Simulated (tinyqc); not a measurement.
Frequency dispersion of an accumulation capacitance by border traps, distributed model: one step of the calculation.

Traps spread evenly through the insulator exchange electrons with the semiconductor by tunnelling, with tau(x) = t0 exp(2 ka x) at depth x from the interface. The admittance per area Y seen at depth x obeys dY/dx = -Y^2/(i w eps0 eox) + q Nb ln(1 + i w tau)/tau, with Y(0) = i w Cs and w = 2 pi f; the gate sees Y(tox) = G + i w C. Working variable y = Y/(i w), in uF/cm^2. Cox = eps0 eox/tox.

Task. Scales and lumped estimate. Cox; trap-free value 1/(1/Cox + 1/Cs); response depth d = ln(1/(w t0))/(2 ka), where w tau = 1; lumped estimate: all traps within d act as C_bt = q Nb d placed at d/2, so C = 1/{1/[1/(1/Cs + d/(2 eps0 eox)) + C_bt] + (tox - d/2)/(eps0 eox)}.

Inputs (values chosen for the exercise); permittivity close to that of aluminium oxide: relative permittivity of the insulator eox = 8.08; insulator thickness tox = 4.6 nm; semiconductor capacitance in accumulation Cs = 1.6 uF/cm^2; density of border traps Nb = 3.3e19 cm^-3 eV^-1; decay constant of the wave function in the insulator ka = 3.2 1/nm; time constant of a trap at the interface t0 = 2e-11 s; frequency f = 1e6 Hz.

Constants: q = 1.602176634e-19 C, eps0 = 8.8541878128e-14 F/cm where lengths are in cm. Results are converted to the units shown.

Find: Cox; trap-free C; d; C_bt; lumped C.

Result.

Cox = 1.5553 uF/cm^2
trap-free C = 0.78866 uF/cm^2
d = 1.4034 nm
C_bt = 0.74201 uF/cm^2
lumped C = 0.98475 uF/cm^2

The traps within reach amount to 0.464 Cs and lie in the first 30.5 % of the insulator.

Computed by the program tinyqc: `OMP_NUM_THREADS=1 python tinyqc.py 2202043 2202044 out.jsonl`, one thread of a shared Intel Xeon 2.30GHz, about 0.4 s for the whole run.
